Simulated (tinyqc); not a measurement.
# Four-point probe at the centre of a round wafer

Four collinear probes with spacing s at the centre of a thin disc of diameter d with an insulating edge: Rs = C V/I, C = pi/{ln 2 + ln[((d/s)^2 + 3)/((d/s)^2 - 3)]}; C tends to pi/ln 2 = 4.5324. x = d/s.

Inputs (values chosen for the exercise): sheet density of the layer ns = 1.2e14 cm^-2; drift mobility mu = 17 cm^2/(V s); current I = 500 uA.

Constants: q = 1.602176634e-19 C. Results are converted to the units shown.

Four-point probe at the centre of a round wafer:
```
x        C  C over its limit  V for Rs = 1/(q ns mu) (mV)
3.5  2.633            0.5810                        581.0
4    2.929            0.6462                        522.3
5    3.362            0.7419                        455.0
7.5  3.927            0.8665                        389.5
10   4.171            0.9203                        366.7
15   4.364            0.9630                        350.5
20   4.436            0.9788                        344.8
40   4.508            0.9946                        339.4
100  4.528            0.9991                        337.8
```

C rises from 2.633 to 4.528. Using 4.5324 overstates Rs by 72.1 % in the first row and by under 1 % from d/s = 40 on among the rows.

tinyqc, about 0.01 s, one thread, Intel Xeon 2.30GHz (shared host): `OMP_NUM_THREADS=1 python tinyqc.py 2850185 2850186 out.jsonl`
